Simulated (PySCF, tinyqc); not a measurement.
Inside a calculation. Method: CIS on RHF in the sto-6g basis, for H3+, spin multiplicity 1. The lowest restricted solution is unstable here: a spin-polarised one lies 0.0121 hartree lower (PySCF). One step of it, computed by the program tinyqc.

Task: Integrals over molecular orbitals. (pq|rs) = sum C_ip C_jq C_kr C_ls (ij|kl), one index at a time.

coefficients C:
```
            MO1        MO2        MO3
1H 1s  0.597865  -0.000109   0.986916
2H 1s  0.383853   0.726652  -0.696255
3H 1s  0.383937  -0.726289  -0.696700
```

core Hamiltonian H = T + V (hartree), lower triangle:
```
           1H 1s      2H 1s      3H 1s
1H 1s  -1.307063
2H 1s  -0.579780  -1.100968
3H 1s  -0.580059  -0.092549  -1.101076
```

Two-electron integrals (ij|kl) in chemists' order, unique and non-zero (hartree):
```
(11|11) 0.774999   (21|11) 0.208746   (21|21) 0.078759   (22|11) 0.403890
(22|21) 0.208746   (22|22) 0.774999   (31|11) 0.208862   (31|21) 0.053033
(31|22) 0.103419   (31|31) 0.078837   (32|11) 0.028563   (32|21) 0.009114
(32|22) 0.021537   (32|31) 0.009118   (32|32) 0.001274   (33|11) 0.403979
(33|21) 0.103382   (33|22) 0.211863   (33|31) 0.208862   (33|32) 0.021537
(33|33) 0.774999
```

Give: one-electron integrals over orbitals h = C^T H C; Two-electron integrals over orbitals.

Result:

one-electron integrals over orbitals h = C^T H C (hartree), lower triangle:
```
         1        2        3
1  -1.3514
2   0.0001  -1.0645
3  -0.0894   0.0000  -0.8366
```

Two-electron integrals over orbitals (pq|rs), unique and non-zero (hartree):
```
(11|11) 0.5189      (21|11) -5.55e-05   (21|21) 0.1484      (22|11) 0.4372
(22|21) 9.86e-05    (22|22) 0.5032      (31|11) 0.0894      (31|21) 1.75e-05
(31|22) -0.0557     (31|31) 0.1458      (32|11) 2.55e-05    (32|21) -0.1471
(32|22) -9.47e-05   (32|31) -5.86e-05   (32|32) 0.1619      (33|11) 0.5261
(33|21) -9.45e-05   (33|22) 0.4633      (33|31) 0.0792      (33|32) 7.48e-05
(33|33) 0.5573
```
